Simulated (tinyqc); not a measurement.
Inside a calculation. Model: MOS inversion layer, Poisson-Schroedinger loop.

Program tinyqc, `OMP_NUM_THREADS=1 python tinyqc.py 2160112 2160113 out.jsonl`; Intel Xeon 2.30GHz, shared host, one thread, about 1 s. Printed values are rounded.

Electrons confined at an insulator interface at z = 0, treated as a hard wall; parabolic valleys, Hartree approximation, no image or exchange terms. The depletion charge lies far deeper than the electrons and gives a uniform field q Nd/(eps0 eps_r); the gate balances all charge. Energies are counted from the band edge at the interface.

Parameters, values chosen for the exercise; masses and permittivity close to those of silicon (100):
```
symbol,value,unit,meaning
T,77,K,temperature
eps_r,11.7,,relative permittivity
mz1,0.931,m0,mass along z of valley set A (2 valley(s))
md1,0.188,m0,in-plane density-of-states mass of set A
mz2,0.187,m0,mass along z of valley set B (4 valley(s))
md2,0.412,m0,in-plane density-of-states mass of set B
Ns,3.9e12,cm^-2,sheet density of electrons
Nd,1.6e12,cm^-2,sheet density of depletion charge
dE,0.07,eV,extra shift of set B (strain)
hz,0.68,nm,mesh step
a,0.7,,mixing factor
```

Constants: q = 1.602176634e-19 C, kB = 1.380649e-23 J/K, hbar = 1.054571817e-34 J s, m0 = 9.1093837015e-31 kg, Vt = kB T/q, eps0 = 8.8541878128e-14 F/cm where lengths are in cm, hbar^2/(2 m0) = 0.0380998212 eV nm^2. Results are converted to the units shown.

## Fixed part of the potential

z, node 1 to 19 (nm): 0.68  1.36  2.04  2.72  3.4  4.08  4.76  5.44  6.12  6.8  7.48  8.16  8.84  9.52  10.2  10.88  11.56  12.24  12.92

V0 = q Nd z/(eps0 eps_r) in eV.

fixed potential V0, node 1 to 19 (eV): 0.016827  0.033654  0.050481  0.067308  0.084135  0.100962  0.117788  0.134615  0.151442  0.168269  0.185096  0.201923  0.218750  0.235577  0.252404  0.269231  0.286058  0.302885  0.319712

## Round 1: levels and probability densities

self-consistent potential U at the start, node 1 to 19 (eV): 0  0  0  0  0  0  0  0  0  0  0  0  0  0  0  0  0  0  0

Tridiagonal Hamiltonian with psi = 0 one step beyond both ends: H_ii = C (1/m_(i-1/2) + 1/m_(i+1/2))/hz^2 + V0_i + U_i (+ dE for the set B), H_(i,i+1) = -C/(m_(i+1/2) hz^2), C = hbar^2/(2 m0). The lowest 2 level(s) of each valley set are kept, normalised to hz sum |psi|^2 = 1. The mass is the same on all intervals.

levels (eV): A1 0.067538, A2 0.116792, B1 0.186313, B2 0.272695

```
node  |psi|^2 of A1 (1/nm)  |psi|^2 of A2 (1/nm)  |psi|^2 of B1 (1/nm)  |psi|^2 of B2 (1/nm)
1                 0.243116              0.214972              0.053668              0.051901
2                 0.495075              0.162893              0.168938              0.129265
3                 0.415741              0.001266              0.263448              0.124833
4                 0.213146              0.200804              0.290343              0.050645
5                 0.076938              0.372200              0.254489              0.000763
6                 0.021052              0.299136              0.187716              0.031411
7                 0.004570              0.148961              0.120381              0.116394
8                 0.000812              0.052588              0.068550              0.193034
9                 0.000121              0.014130              0.035177              0.220583
10                0.000015              0.003020              0.016446              0.198326
11                0.000002              0.000530              0.007065              0.149164
12                0.000000              0.000078              0.002807              0.097139
13                0.000000              0.000010              0.001037              0.055970
14                0.000000              0.000001              0.000358              0.028936
15                0.000000              0.000000              0.000116              0.013532
16                0.000000              0.000000              0.000035              0.005727
17                0.000000              0.000000              0.000010              0.002157
18                0.000000              0.000000              0.000002              0.000676
19                0.000000              0.000000              0.000000              0.000132
```

## Round 1: Fermi level and occupations

Level k holds N_k = D_k Vt ln(1 + exp((EF - E_k)/Vt)) with D = 2 md1 m0 q/(pi hbar^2) for the set A, D = 4 md2 m0 q/(pi hbar^2) for the set B per eV (spin included); EF is fixed by sum N_k = Ns.

EF = 0.0920472 eV
N_k (cm^-2): A1 3.87527e12, A2 2.47285e10, B1 3.08929e6, B2 6.85474

## Round 1: density, output potential and mixing

n_i = sum_k N_k |psi_k|^2 (converted to cm^-3). Hartree part by Gauss: on the interval before node i the electrons still beyond are S_i = Ns - hz sum_(j<i) n_j, and U_i = U_(i-1) + q S_i hz/(eps0 eps_r) in eV, U_0 = 0 at the interface. Mixing: U(new) = U + a (U(out) - U).

```
node  n (1e19 cm^-3)  U(out) (eV)  U after round 1 (eV)
1            0.94746     0.041016             0.0287109
2            1.92258     0.075256             0.0526789
3            1.61114     0.095746             0.0670224
4            0.83096     0.104715             0.0733005
5            0.30736     0.107741             0.0754189
6            0.08898     0.108569             0.0759985
7            0.02139     0.108761             0.0761328
8            0.00445     0.108800             0.0761599
9            0.00082     0.108807             0.0761648
10           0.00013     0.108808             0.0761656
11           0.00002     0.108808             0.0761657
12           0.00000     0.108808             0.0761657
13           0.00000     0.108808             0.0761657
14           0.00000     0.108808             0.0761657
15           0.00000     0.108808             0.0761657
16           0.00000     0.108808             0.0761657
17           0.00000     0.108808             0.0761657
18           0.00000     0.108808             0.0761657
19           0.00000     0.108808             0.0761657
```

## Round 2: levels and probability densities

As before.

levels (eV): A1 0.121394, A2 0.182723, B1 0.254980, B2 0.344099

```
node  |psi|^2 of A1 (1/nm)  |psi|^2 of A2 (1/nm)  |psi|^2 of B1 (1/nm)  |psi|^2 of B2 (1/nm)
1                 0.444039              0.249885              0.073852              0.061452
2                 0.580008              0.050586              0.209318              0.134836
3                 0.308131              0.087035              0.292507              0.108917
4                 0.105109              0.357056              0.293049              0.030822
5                 0.026799              0.379112              0.237488              0.001030
6                 0.005444              0.223453              0.164181              0.053547
7                 0.000912              0.089350              0.099655              0.144170
8                 0.000129              0.026551              0.054093              0.210590
9                 0.000016              0.006181              0.026599              0.222930
10                0.000002              0.001168              0.011964              0.189737
11                0.000000              0.000184              0.004961              0.136676
12                0.000000              0.000024              0.001907              0.085870
13                0.000000              0.000003              0.000684              0.047973
14                0.000000              0.000000              0.000229              0.024139
15                0.000000              0.000000              0.000072              0.011021
16                0.000000              0.000000              0.000021              0.004566
17                0.000000              0.000000              0.000006              0.001689
18                0.000000              0.000000              0.000001              0.000522
19                0.000000              0.000000              0.000000              0.000101
```

## Round 2: Fermi level and occupations

As before.

EF = 0.146038 eV
N_k (cm^-2): A1 3.89587e12, A2 4.13035e9, B1 3.38282e5, B2 0.496940

## Round 2: density, output potential and mixing

As before.

```
node  n (1e19 cm^-3)  U(out) (eV)  U after round 2 (eV)
1            1.73095    0.0410156             0.0373242
2            2.25985    0.0696524             0.0645604
3            1.20080    0.0821281             0.0775964
4            0.41097    0.0860163             0.0822016
5            0.10597    0.0869656             0.0835016
6            0.02213    0.0871570             0.0838094
7            0.00392    0.0871901             0.0838729
8            0.00061    0.0871951             0.0838846
9            0.00009    0.0871959             0.0838865
10           0.00001    0.0871959             0.0838868
11           0.00000    0.0871960             0.0838869
12           0.00000    0.0871960             0.0838869
13           0.00000    0.0871960             0.0838869
14           0.00000    0.0871960             0.0838869
15           0.00000    0.0871960             0.0838869
16           0.00000    0.0871960             0.0838869
17           0.00000    0.0871960             0.0838869
18           0.00000    0.0871960             0.0838869
19           0.00000    0.0871960             0.0838869
```

## Course of the self-consistent loop

Start from U = 0. Stop when the largest |U(out) - U| is below 1e-7 eV, or after 120 rounds.

Course of the iteration:
```
round  level A1 (eV)    EF (eV)  largest |U(out) - U| (eV)
1          0.0675375  0.0920472                      0.109
2           0.121394   0.146038                     0.0170
3           0.131702   0.156338                    4.88e-3
4           0.134705   0.159339                    1.41e-3
5           0.135587   0.160220                    4.10e-4
6           0.135847   0.160480                    1.20e-4
7           0.135924   0.160557                    3.50e-5
8           0.135947   0.160579                    1.03e-5
9           0.135953   0.160586                    3.03e-6
10          0.135955   0.160588                    8.95e-7
11          0.135956   0.160589                    2.65e-7
12          0.135956   0.160589                    7.86e-8
```

Converged in 12 rounds. Towards the end the residual shrinks by a factor of about 0.30 a round.

## Converged levels, occupations and centroid

converged U, node 1 to 19 (eV): 0.0410156  0.0693666  0.0819160  0.0859753  0.0870119  0.0872312  0.0872711  0.0872775  0.0872785  0.0872786  0.0872786  0.0872786  0.0872786  0.0872786  0.0872786  0.0872786  0.0872786  0.0872786  0.0872786

Solve for the levels with V0 + U, find EF, n_i = sum_k N_k |psi_k|^2 (in cm^-3); share of each level N_k/Ns; centroid sum n z/sum n.

levels (eV): A1 0.135956, A2 0.194961, B1 0.268077, B2 0.356100
EF = 0.160589 eV
shares (%): A1 99.8500, A2 0.1500, B1 0.0000, B2 0.0000
n, node 1 to 19 (in units of 1e19 cm^-3): 1.77092  2.20957  1.18719  0.42267  0.11429  0.02508  0.00468  0.00077  0.00011  0.00002  0.00000  0.00000  0.00000  0.00000  0.00000  0.00000  0.00000  0.00000  0.00000
centroid = 1.44700 nm

An 800-node mesh to 22 nm with 8 levels a set gives A1 = 0.1383 eV, EF = 0.1630 eV and a centroid of 1.495 nm; the levels kept above hold 100 % of the electrons there. The coarse centroid is 3.2 % below the fine one.

## Closed-form estimates

Triangular well: E_k = a_k (C F^2/mz)^(1/3), a_1 = 2.338107, a_2 = 4.087949, C = hbar^2/(2 m0), F in eV/nm. Fang-Howard (all electrons in the lowest level of set A): b^3 = 6 (mz1/C) q (Nd + 11 Ns/32)/(eps0 eps_r), centroid 3/b, level C b^2/(4 mz1) + (3/b) q (Nd + 11 Ns/16)/(eps0 eps_r). Use F = q (Nd + Ns)/(eps0 eps_r), the surface field, and F = q (Nd + Ns/2)/(eps0 eps_r).

A1 with the surface field = 0.155841 eV
A1 with Nd + Ns/2 = 0.116392 eV
A2 with Nd + Ns/2 = 0.203501 eV
b = 1.88219 1/nm
Fang-Howard centroid = 1.59388 nm
Fang-Howard level = 0.141781 eV

Against the self-consistent A1 = 0.1383 eV on a fine mesh, the surface-field estimate is 13 % above it, the half-charge one 16 % below it and Fang-Howard 2.5 % above it. A1 holds 99.9 % of the electrons, and the Fang-Howard centroid is 6.6 % above the full one.
